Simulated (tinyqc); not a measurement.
Raising U: Hubbard chain of 3 sites, mean field against exact. Computed by the program tinyqc. Collinear unrestricted mean field (the lowest of 40 random starts) against exact diagonalisation.

one-body matrix (hopping and site energies) (eV):
```
,1,2,3
1,0.0000,-1.2500,0.0000
2,-1.2500,0.0000,-1.2500
3,0.0000,-1.2500,0.0000
```

electrons, up and down: 2  1

Exact and mean-field results (eV):
```
U,U/t,E exact,E mean field,mean |n_up - n_down|,"double occupancy, exact",first gap in the sector
0.620,0.496,-3.16626,-3.15194,0.367,0.189,1.682
1.250,1.000,-2.82943,-2.77299,0.413,0.168,1.579
2.500,2.000,-2.27511,-2.08333,0.556,0.129,1.360
3.750,3.000,-1.85669,-1.55351,0.729,0.096,1.155
5.000,4.000,-1.54508,-1.20589,0.837,0.072,0.983
7.500,6.000,-1.13342,-0.82110,0.926,0.042,0.738
10.000,8.000,-0.88464,-0.61996,0.958,0.026,0.581
15.000,12.000,-0.60844,-0.41520,0.981,0.013,0.403
25.000,20.000,-0.37131,-0.24969,0.993,4.85e-03,0.247
```

What does the comparison show, and why?

In absolute terms mean field is worst at U/t = 4.0, 0.339 eV too high: at small U it is nearly exact, and at large U it misses only exchange-scale energies. Relative to the exact energy its error is 0.5 % at the smallest U, 33 % at most and 33 % at the largest. The double occupancy falls from 0.189 to 0.005; at the largest U the first gap is 0.99 times the exchange scale 4t^2/U.
